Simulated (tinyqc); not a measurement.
Specific resistance of a metal-semiconductor contact and its transmission-line measurement: one step, computed by the program tinyqc. Command: `OMP_NUM_THREADS=1 python tinyqc.py 3010501 3010502 out.jsonl contact walk`. One thread of a shared host (Intel(R) Xeon(R) Processor @ 2.30GHz), about 0.01 s of CPU time with the checks.

The barrier is parabolic (depletion approximation), energies E are normal energies counted from the band edge in the neutral semiconductor (downwards for holes), and the bias is zero. xi is an input, held fixed when other inputs move.

Task: Current crowding. Transmission-line model: transfer length L_T = sqrt(rho_c/R_sh); R_c = (R_sh L_T/W) coth(d/L_T). Limits: rho_c/(W d) for d << L_T, sqrt(rho_c R_sh)/W for d >> L_T.

Inputs (values chosen for the exercise, modelled on n-type GaN):

| quantity | value | unit |
|---|---|---|
| temperature T | 300 | K |
| sheet resistance R_sh | 150 | ohm |
| contact length d | 0.14 | micrometre |
| contact width W | 6.2 | micrometre |

Image-force lowering: left out.

specific contact resistance rho_c = 2.136030e-08 ohm cm^2

Give: transfer length L_T; d/L_T; contact resistance R_c; R_c W; short-contact limit; long-contact limit.

Result:

transfer length L_T = 0.1193 micrometre

d/L_T = 1.173

contact resistance R_c = 3.498 ohm

R_c W = 21.69 ohm micrometre

short-contact limit = 2.461 ohm

long-contact limit = 2.887 ohm

The contact is about one transfer length long, between the two limits.
